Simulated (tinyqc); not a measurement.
Special k points of the fcc lattice, step by step. Values are carried at full precision from step to step, so a last printed digit may differ when a step is redone from the rounded ones.

Lattice vectors in units of a: a1 = (0, 1/2, 1/2), a2 = (1/2, 0, 1/2), a3 = (1/2, 1/2, 0); reciprocal vectors b_i with a_i . b_j = 2 pi delta_ij. Mesh: k = sum_i f_i b_i with f_i = (2 j_i + shift)/(2 N), j_i = 0 .. N-1. The point group of the lattice has 48 operations; only those that map the mesh onto itself are used.

Inputs chosen for the exercise: N = 6 (points along each reciprocal vector); shift = 1 (half steps); D = 1.06 eV (half gap term); t = 0.3 eV (coupling); e0 = 1.22 eV (offset).

## Irreducible points and weights

Join points that an operation carries into one another (modulo reciprocal vectors); list each class by its first point in the order of (j1, j2, ...).

Irreducible points:

| f1 | f2 | f3 | weight |
|---|---|---|---|
| 0.08333 | 0.08333 | 0.08333 | 2 |
| 0.08333 | 0.08333 | 0.25000 | 6 |
| 0.08333 | 0.08333 | 0.41667 | 6 |
| 0.08333 | 0.08333 | 0.58333 | 6 |
| 0.08333 | 0.08333 | 0.75000 | 6 |
| 0.08333 | 0.08333 | 0.91667 | 6 |
| 0.08333 | 0.25000 | 0.25000 | 6 |
| 0.08333 | 0.25000 | 0.41667 | 12 |
| 0.08333 | 0.25000 | 0.58333 | 12 |
| 0.08333 | 0.25000 | 0.75000 | 12 |
| 0.08333 | 0.25000 | 0.91667 | 12 |
| 0.08333 | 0.41667 | 0.41667 | 6 |
| 0.08333 | 0.41667 | 0.58333 | 12 |
| 0.08333 | 0.41667 | 0.75000 | 12 |
| 0.08333 | 0.41667 | 0.91667 | 12 |
| 0.08333 | 0.58333 | 0.58333 | 6 |
| 0.08333 | 0.58333 | 0.75000 | 12 |
| 0.08333 | 0.75000 | 0.75000 | 6 |
| 0.25000 | 0.25000 | 0.25000 | 2 |
| 0.25000 | 0.25000 | 0.41667 | 6 |
| 0.25000 | 0.25000 | 0.58333 | 6 |
| 0.25000 | 0.25000 | 0.75000 | 6 |
| 0.25000 | 0.41667 | 0.41667 | 6 |
| 0.25000 | 0.41667 | 0.58333 | 12 |
| 0.25000 | 0.41667 | 0.75000 | 12 |
| 0.25000 | 0.58333 | 0.58333 | 6 |
| 0.41667 | 0.41667 | 0.41667 | 2 |
| 0.41667 | 0.41667 | 0.58333 | 6 |

operations that keep the mesh = 12
irreducible points = 28

The weights add up to 216 = N^3; symmetry saves a factor 7.7. The shift breaks the symmetry of the lattice: only 12 of 48 operations keep the mesh.

## Which stars the mesh integrates

A_m(k) = sum over the m-th star of lattice vectors R of cos(k . R), stars in order of length: m = 1: |R|^2 = 0.5, 12 vectors, such as (1, 0, 0) in the basis a_i; m = 2: |R|^2 = 1, 6 vectors, such as (1, 1, -1) in the basis a_i; m = 3: |R|^2 = 1.5, 24 vectors, such as (2, 0, -1) in the basis a_i; m = 4: |R|^2 = 2, 12 vectors, such as (2, 0, 0) in the basis a_i; m = 5: |R|^2 = 2.5, 24 vectors, such as (2, 1, -1) in the basis a_i; m = 6: |R|^2 = 3, 8 vectors, such as (3, -1, -1) in the basis a_i. The zone mean of every A_m is zero.

Lattice vectors in units of a: a1 = (0, 1/2, 1/2), a2 = (1/2, 0, 1/2), a3 = (1/2, 1/2, 0); f are fractions of the reciprocal vectors. Evaluate the first six A_m at each irreducible point (k . R = 2 pi sum f_i n_i) and form the weighted means.

A_m at the points:
```
       m=1     m=2     m=3     m=4      m=5     m=6
1   11.196   5.196  19.392   9.000   16.392   5.196
2    7.464   1.732   3.464   0.000   -5.464   0.000
3    1.732  -3.464  -2.536   3.000   -6.928   0.000
4   -0.268  -5.196   0.464   9.000    1.464  -5.196
5    3.464  -1.732  -3.464   0.000   -9.464   0.000
6    9.196   3.464   9.464   3.000    4.000   0.000
7    5.732   1.732  -3.000  -3.000    1.464  -5.196
8    1.000   0.000  -6.000  -3.000    4.000   0.000
9   -2.000  -1.732   3.464   0.000    4.000   0.000
10  -0.268  -1.732  -0.464  -3.000    1.464   5.196
11   4.464   0.000  -3.464  -3.000   -5.464   0.000
12  -1.732   3.464  -9.464   3.000    6.928   0.000
13  -3.732   3.464   0.000   3.000   -5.464   0.000
14  -3.000   0.000   6.000  -3.000    0.000   0.000
15  -0.268  -3.464   0.000   3.000    1.464   0.000
16  -3.732   5.196  -6.464   9.000   -5.464   5.196
17  -2.000   1.732  -3.464   0.000    4.000   0.000
18   1.732   1.732  -9.928  -3.000    9.464  -5.196
19   6.000   0.000   0.000   0.000  -12.000   0.000
20   2.268  -1.732  -3.000  -3.000   -5.464   5.196
21  -1.732  -1.732   3.928  -3.000    2.536   5.196
22  -2.000   0.000   0.000   0.000    4.000   0.000
23   0.536  -1.732  -3.464   0.000    1.464   0.000
24  -2.464   0.000   3.464  -3.000    1.464   0.000
25  -3.732   1.732   6.464  -3.000   -5.464  -5.196
26  -3.464   1.732   3.464   0.000   -2.536   0.000
27   0.804  -5.196  -1.392   9.000   -4.392  -5.196
28  -1.196  -3.464   2.536   3.000    4.000   0.000
```

weighted means: m=1 0.000, m=2 0.000, m=3 0.000, m=4 0.000, m=5 0.000, m=6 0.000

All six means vanish: the mesh is exact for functions whose Fourier series ends within these stars.

## A zone average from the irreducible points

Test function, the lower band of a two-band insulator: E(k) = -sqrt(D^2 + (e0 - t A_1(k))^2).

Lattice vectors in units of a: a1 = (0, 1/2, 1/2), a2 = (1/2, 0, 1/2), a3 = (1/2, 1/2, 0). Evaluate E at each point and take the weighted mean; the reference uses the unshifted mesh with N = 24.

E at the points (eV): -2.3871  -1.4705  -1.2705  -1.6777  -1.0753  -1.8686  -1.1718  -1.4036  -2.1062  -1.6777  -1.0667  -2.0371  -2.5685  -2.3702  -1.6777  -2.5685  -2.1062  -1.2705  -1.2083  -1.1894  -2.0371  -2.1062  -1.4985  -2.2276  -2.5685  -2.4955  -1.4428  -1.9017

weighted mean = -1.8573 eV
reference mean = -1.8573 eV

The error is -0.03 meV with 28 points.

## Checks

- Weighted mean over irreducible points against the plain mean over the whole mesh (eV): both -1.857340.
- Reference mean against a mesh of N = 30 (eV): both -1.8573.

tinyqc: `OMP_NUM_THREADS=1 python tinyqc.py 1650926 1650927 out.jsonl`; about 0.1 s, one thread, shared Intel(R) Xeon(R) Processor @ 2.30GHz.
